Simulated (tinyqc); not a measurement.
Coherent transport through a tight-binding region between two chains, step by step. One step of it, computed by the program tinyqc.

Task: Transmission at E = -0.73 eV. Surface Green function g = (E - i sqrt(4 t^2 - E^2)) / (2 t^2); self-energy tc^2 g on each contact site; G = (E - H - Sigma)^(-1); Gamma = -2 Im Sigma; T = Gamma_L Gamma_R |G_LR|^2; local density of states -Im G_ii / pi.

H of the central region (eV):
$$\begin{pmatrix}
0.000000 & -1.050000 & 0.000000 & 0.000000 & 0.000000 & 0.000000 \\
-1.050000 & 0.760000 & -1.050000 & 0.000000 & 0.000000 & 0.000000 \\
0.000000 & -1.050000 & 0.760000 & -1.180000 & 0.000000 & 0.000000 \\
0.000000 & 0.000000 & -1.180000 & 0.760000 & -0.500000 & 0.000000 \\
0.000000 & 0.000000 & 0.000000 & -0.500000 & 0.760000 & -1.460000 \\
0.000000 & 0.000000 & 0.000000 & 0.000000 & -1.460000 & 0.000000
\end{pmatrix}$$

Leads: semi-infinite chains with site energy 0:
```
parameter                           value
lead hopping t (eV)              1.310000
coupling to the left lead (eV)   1.060000
coupling to the right lead (eV)  0.810000
left contact site                       1
right contact site                      6
```

E = -0.730000 eV

Give: g; G; local density of states; transmission.

Result:

g = -0.2127-0.7331i 1/eV

G (1/eV):
$$\begin{pmatrix}
-0.2182-0.1808i & 0.7085+0.0867i & 1.2236+0.3037i & 0.9146+0.3064i & -0.1622+0.1963i & -0.4787+0.0954i \\
0.7085+0.0867i & 0.3993-0.5153i & 0.8105-0.8179i & 0.6681-0.5743i & 0.0782+0.2190i & -0.1490+0.4202i \\
1.2236+0.3037i & 0.8105-0.8179i & -0.0735-1.4644i & 0.0334-1.1213i & 0.2731+0.1145i & 0.2673+0.5009i \\
0.9146+0.3064i & 0.6681-0.5743i & 0.0334-1.1213i & -0.5523-0.9049i & 0.2753-0.0503i & 0.4701+0.2586i \\
-0.1622+0.1963i & 0.0782+0.2190i & 0.2731+0.1145i & 0.2753-0.0503i & 0.1759-0.4202i & 0.7701-0.4116i \\
-0.4787+0.0954i & -0.1490+0.4202i & 0.2673+0.5009i & 0.4701+0.2586i & 0.7701-0.4116i & 0.6250-0.5086i
\end{pmatrix}$$

local density of states (1/eV): [0.0575, 0.1640, 0.4661, 0.2880, 0.1337, 0.1619]

transmission = 0.3777
